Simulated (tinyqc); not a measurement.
From results back to parameters: inversion layer as a triangular well, valleys of the Si type. Three cases, with inputs chosen for the exercise.

Problem. The spacing of the two lowest levels of one ladder was computed from a hidden sheet density Ns.

The field is taken as constant, e F = 4 pi (e^2/4 pi eps0)(Nd + eta Ns)/eps, with 1e12/cm^2 = 1e-4/angstrom^2, and the oxide as a hard wall at z = 0; c = hbar^2/2m0.

Level j of a valley lies at E_j = a_j (c (e F)^2/m_z)^(1/3) above the band edge at the surface, with the Airy zeros a_j = 2.338107, 4.087949, 5.520560, 6.786708, 7.944134, 9.022651, 10.040174, 11.008524, 11.936016, 12.828777, and has <z> = 2 E_j/(3 e F).

Constants: hbar^2/2m0 = 3.80998211 eV angstrom^2; e^2/(4 pi eps0) = 14.39964547 eV angstrom.

Find: F; Ns.

Method. e F = sqrt(m_z/c) [(E_1 - E_0)/(a_1 - a_0)]^(3/2), with a_0 and a_1 the first two zeros; then Ns = (eps e F/(4 pi e^2/4 pi eps0) - Nd)/eta.

Case 1.

Values chosen (near those of Si; the results hold for these values, not for the real material): m_z = 0.909 m0 (confinement mass); eps = 11.8 (dielectric constant); Nd = 0.56 x 1e12/cm^2 (depletion charge); eta = 0.5 (share of Ns in the effective field).

E_1 - E_0 = 38.7583 meV

Solution.

F = 0.1610 MV/cm
Ns = 0.98 x 1e12/cm^2

Case 2.

Values chosen (near those of Si; the results hold for these values, not for the real material): m_z = 0.907 m0 (confinement mass); eps = 11.5 (dielectric constant); Nd = 1.4 x 1e12/cm^2 (depletion charge); eta = 0.75 (share of Ns in the effective field).

E_1 - E_0 = 115.0105 meV

Solution.

F = 0.8221 MV/cm
Ns = 5.10 x 1e12/cm^2

Case 3.

Values chosen (near those of Si; the results hold for these values, not for the real material): m_z = 0.915 m0 (confinement mass); eps = 11.8 (dielectric constant); Nd = 0.18 x 1e12/cm^2 (depletion charge); eta = 0.5 (share of Ns in the effective field).

E_1 - E_0 = 119.1749 meV

Solution.

F = 0.8710 MV/cm
Ns = 11.00 x 1e12/cm^2

Computed by tinyqc, one run a case: `OMP_NUM_THREADS=1 python tinyqc.py N N+1 out.jsonl` with N = 1282146, 1282171, 1282239; one thread of a shared Intel(R) Xeon(R) Processor @ 2.30GHz, about 0.03 s a run at most.
